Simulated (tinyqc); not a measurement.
# Bandgap voltage reference from two bipolar transistors, step by step

Numbers from tinyqc (`OMP_NUM_THREADS=1 python tinyqc.py 2062131 2062132 out.jsonl`; about 0.02 s on one thread of a shared Intel Xeon 2.30GHz). Printed values are rounded.

Two transistors of area 1 and N carry the same current I. Is(T) = Is (T/T0)^eta exp[(Vg0 q/kB)(1/T0 - 1/T)], VBE1 = Vt ln(I/Is(T)) + I rb, VBE2 = Vt ln(I/(N Is(T))) + I rb/N. The amplifier forces I R1(T) = VBE1 - VBE2 + Vos, with R(T) = R (1 + tc (T - T0)) for both resistors, and the output is Vref = VBE1 + I R2(T). Base currents and the Early effect are neglected.

Values chosen for this exercise; values of the order met in silicon bipolar transistors:

| symbol | value | unit | meaning |
|---|---|---|---|
| T0 | 300 | K | reference temperature |
| Vg0 | 1.191 | V | band-gap voltage extrapolated to 0 K |
| eta | 3.1 |  | temperature exponent of the saturation current |
| Is | 6.1e-18 | A | saturation current of the unit transistor at T0 |
| N | 8 |  | area ratio of the second transistor |
| R1 | 10 | kohm | resistor across which the difference of VBE falls, at T0 |
| tc | 0 | ppm/K | temperature coefficient of both resistors |
| Vos | 0 | mV | offset of the amplifier |
| rb | 100 | ohm | series resistance of the unit transistor |
| R2 | 93.45 | kohm | output resistor at T0 |
| T | 273 | K | temperature |

Constants: q = 1.602176634e-19 C, kB = 1.380649e-23 J/K. Results are converted to the units shown.

## Operating point at the reference temperature

Vt = kB T/q; I = (Vt ln N + Vos)/(R1(T) - rb (1 - 1/N)). Evaluate at T = T0.

Vt = 0.0258520 V
I = 5.42323 uA
Is(T) = 6.1e-18 A
VBE1 = 0.711819 V
I R2 = 0.506800 V
Vref = 1.21862 V

## Operating point at another temperature

Vt = kB T/q; I = (Vt ln N + Vos)/(R1(T) - rb (1 - 1/N)).

Vt = 0.0235253 V
I = 4.93514 uA
Is(T) = 4.78138e-20 A
VBE1 = 0.759605 V
I R2 = 0.461188 V
Vref = 1.22079 V

From T0 to T, VBE1 changes by 47.8 mV and I R2 by -45.6 mV, which leaves 2.17 mV in Vref.

## Resistor for zero slope at T0, ideal case

With tc = 0, Vos = 0 and rb = 0 the current is proportional to T, dVBE/dT = (VBE - Vg0 - (eta - 1) Vt)/T, and Vref has zero slope at T0 when Vref = Vg0 + (eta - 1) Vt0. Find VBE1, its slope, that Vref, R2/R1 and the curvature d2Vref/dT2 = -(eta - 1) kB/(q T0).

VBE1 = 0.711050 V
dVBE/dT = -1.78080 mV/K
Vref = 1.24529 V
R2/R1 = 9.93791
curvature = -0.603213 uV/K^2
